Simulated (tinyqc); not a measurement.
# Capacitances against the space between lines

Endless row of lines of width wl, height tl and space sl between grounded planes at distance hd; e2 fills the gaps beside the lines, e1 the rest. Laplace's equation is solved on meshes of 3, 6 and 12 steps per unit u and extrapolated (Aitken), which is good to about 0.2 %. C_even (all lines at 1 V) is the capacitance Cg to the planes; C_odd (neighbours in antiphase) = Cg + 4 Cc if only nearest neighbours couple, which defines Cc; total with quiet neighbours Cg + 2 Cc. Plate values 2 eps0 e1 wl/hd and eps0 e2 tl/sl.

Parameters, values chosen for the exercise: relative permittivity above and below the lines e1 = 4.2; relative permittivity between the lines e2 = 7; line width, in units u wl = 4 u; line height tl = 10 u; distance to each plane hd = 4 u.

Constants: eps0 = 8.8541878128e-12 F/m. Results are converted to the units shown.

The same in every row: plate Cg (aF/um) = 74.4.

Results:

| sl (u) | Cg (aF/um) | Cc (aF/um) | Cg + 2 Cc (aF/um) | C_odd (aF/um) | plate Cc (aF/um) | share of coupling, 2 Cc/(Cg + 2 Cc) (%) |
|---|---|---|---|---|---|---|
| 2 | 109 | 333 | 776 | 1.44e3 | 310 | 85.9 |
| 4 | 140 | 163 | 466 | 791 | 155 | 69.8 |
| 6 | 168 | 102 | 371 | 575 | 103 | 54.8 |
| 8 | 191 | 69.6 | 331 | 470 | 77.5 | 42.1 |
| 16 | 253 | 19.7 | 292 | 331 | 38.7 | 13.5 |
| 24 | 277 | 6.03 | 289 | 301 | 25.8 | 4.18 |

Estimate the missing row, sl = 12 u.

Computed row:

| sl (u) | Cg (aF/um) | Cc (aF/um) | Cg + 2 Cc (aF/um) | C_odd (aF/um) | plate Cc (aF/um) | share of coupling, 2 Cc/(Cg + 2 Cc) (%) |
|---|---|---|---|---|---|---|
| 12 | 228 | 36.1 | 301 | 373 | 51.6 | 24.0 |

With this row back in the table: As sl goes from 2 to 24, Cg rises from 109 to 277 aF/um, Cc falls from 333 to 6.03 aF/um and the share of coupling falls from 85.9 to 4.18 %. Cg is 1.47 times its plate value in the first row and 3.72 times in the last; for Cc the ratios are 1.08 and 0.234. Neighbours in antiphase raise the load by a factor of 1.86 and 1.04 over quiet ones.

Computed by the program tinyqc: `OMP_NUM_THREADS=1 python tinyqc.py 2790175 2790176 out.jsonl`, one thread of a shared Intel Xeon 2.30GHz, about 0.6 s for the whole run.
